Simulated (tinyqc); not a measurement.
# Harmonic transition-state theory with quantum, tunnelling and friction corrections, step by step

A worked calculation. Computed by tinyqc, a small Python program that keeps every step. Command: `OMP_NUM_THREADS=1 python tinyqc.py 3001140 3001141 out.jsonl rates walk`. One thread of a shared host (Intel(R) Xeon(R) Processor @ 2.30GHz), about 0.01 s of CPU time with the checks. Intermediate numbers are printed to about 7 digits and carried at full precision; extremes and crossings named in words are read from the listed rows.

One atom hops between equivalent sites; three modes at the minimum and two real modes at the saddle are treated as harmonic, the rest of the crystal as unchanged; melting is ignored, so hot rows may lie above the melting point.

Inputs (values chosen for the exercise, modelled on a vacancy in copper):
```
quantity                                value      unit
barrier E_b                             0.669        eV
imaginary frequency at the saddle nu_b   3.44       THz
temperature T                             340         K
jump length d                            2.55  angstrom
number of jump directions z                12         -
friction gamma/(2 pi)                     2.4       THz
```

Lattice of sites: three-dimensional. Correction studied: friction.

frequencies at the minimum (THz): 5.05  5.89  6.03

real frequencies at the saddle (THz): 4.36  5.59

Constants: k_B = 8.617333262e-05 eV/K; h x 1 THz = 4.135667696 meV.

## Classical rate and diffusivity

Vineyard: nu* = product of minimum frequencies / product of real saddle frequencies; k_cl = nu* exp(-E_b/(k_B T)). Activation entropy S = k_B ln(nu* h/(k_B T)); for uncorrelated jumps D = z k d^2/6 and D0 = z nu* d^2/6; 1 angstrom^2 = 1e-16 cm^2.

prefactor nu* = 7.359117 THz

classical rate k_cl = 891.9099 1/s

activation entropy in the Eyring form = 0.03803759 k_B

classical diffusivity D = 1.159929e-12 cm^2/s

prefactor D0 = 0.009570531 cm^2/s

## Quantum harmonic rate

Quantum harmonic: k_q = (k_B T/h) [prod 2 sinh(x_i/2) (minimum) / prod 2 sinh(x_j/2) (saddle)] exp(-E_b/(k_B T)), x = h nu/(k_B T). Zero-point correction to the barrier = (h/2)(sum of saddle frequencies - sum of minimum frequencies).

x at the minimum: 0.7128288  0.8313983  0.8511599

x at the saddle: 0.6154323  0.7890520

zero-point correction = -14.51619 meV

quantum harmonic rate k_q = 926.6265 1/s

ratio k_q/k_cl = 1.038924

To second order in x the ratio is 1 + (sum x_i^2 - sum x_j^2)/24 = 1.0384.

## Tunnelling factors

With u = h nu_b/(k_B T): Wigner factor 1 + u^2/24; parabolic barrier (Bell) (u/2)/sin(u/2), valid above T_c = h nu_b/(2 pi k_B); symmetric Eckart barrier: kappa = int_0^infinity P(E) exp(-(E - E_b)/(k_B T)) dE/(k_B T), P = (cosh 2a - 1)/(cosh 2a + cosh 2d), a = alpha sqrt(E/E_b), alpha = 2 pi E_b/(h nu_b), 2d = 2 sqrt(alpha^2 - pi^2/4).

u = 0.4855705

crossover temperature T_c = 26.27552 K

Wigner factor = 1.009824

Bell factor = 1.009892

Eckart factor = 1.010320

T/T_c = 12.94: tunnelling is a small correction.

## Friction

Kramers: spatial-diffusion factor kappa_s = sqrt(1 + y^2) - y with y = gamma/(2 omega_b); weak-friction (energy-diffusion) estimate kappa_e = Delta/2 with Delta = (16/3)(gamma/omega_b) E_b/(k_B T), the energy lost in one round trip of a well at the barrier energy of a symmetric quartic double well, over k_B T (half of the escaping atoms fall back); bridge 1/kappa = 1/kappa_s + 1/kappa_e. omega_b = 2 pi nu_b; rate with friction = kappa k_cl.

y = 0.3488372

kappa_s = 0.7102602

kappa_e = 42.48111

transmission kappa = 0.6985804

rate with friction = 623.0707 1/s

Caution: the bridge is a rough interpolation, good to tens of per cent near the turnover.

## Kramers turnover

The formulas are those given above.

Transmission:
```
gamma/omega_b    kappa_s       kappa_e      kappa
0.001          0.9995001  6.088959e-02  0.0573932
0.003          0.9985011  1.826688e-01  0.1544189
0.01           0.9950125  6.088959e-01  0.3777392
0.03           0.9851125  1.826688e+00  0.6399789
0.1            0.9512492  6.088959e+00  0.8227196
0.3            0.8611874  1.826688e+01  0.8224149
1              0.6180340  6.088959e+01  0.6118239
3              0.3027756  1.826688e+02  0.3022746
10             0.0990195  6.088959e+02  0.0990034
30             0.0332964  1.826688e+03  0.0332958
```

kappa peaks at 0.82 near gamma/omega_b = 0.1 among these rows. Below, too little energy reaches the atom and the rate grows with friction; above, recrossings cut it, as omega_b/gamma in the end (0.0333 against 0.0333). Transition-state theory, kappa = 1, is the upper bound. Caution: the simple bridge underestimates kappa near the turnover by some ten per cent and can shift the peak to higher friction; long jumps on a lattice are ignored.

Checks made by the program: quantum rate against the classical one at very high temperature (relative difference 4e-09).
